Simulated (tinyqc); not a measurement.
Pinning factor and decay constant from two barriers.

Inverse problem. phiB = S (phiM - chi) + (1 - S)(Eg - E0) with S = 1/(1 + (1/S0 - 1) exp(-be ti)). Find S0, S at the given thickness and be.

Values chosen for this exercise; semiconductor values close to those of germanium; interlayer mass of the order of that in aluminium oxide, offset chosen freely:
- Eg = 0.679 eV (band gap)
- chi = 4.06 eV (electron affinity)
- E0 = 0.092 eV (charge-neutrality level above the valence band)
- phiM = 4.43 eV (metal work function)

phiB at ti = 0, 0.5 nm (eV): 0.57615000  0.56320845

Solution. Each barrier gives its S by linear interpolation between the pinned and the unpinned value; the ratio of the two values of 1/S - 1 is exp(be ti).

S0 = 0.0500
S = 0.110
be = 1.70 1/nm

Numbers from tinyqc (`OMP_NUM_THREADS=1 python tinyqc.py 2270169 2270170 out.jsonl`; about 0.04 s on one thread of a shared Intel Xeon 2.30GHz).
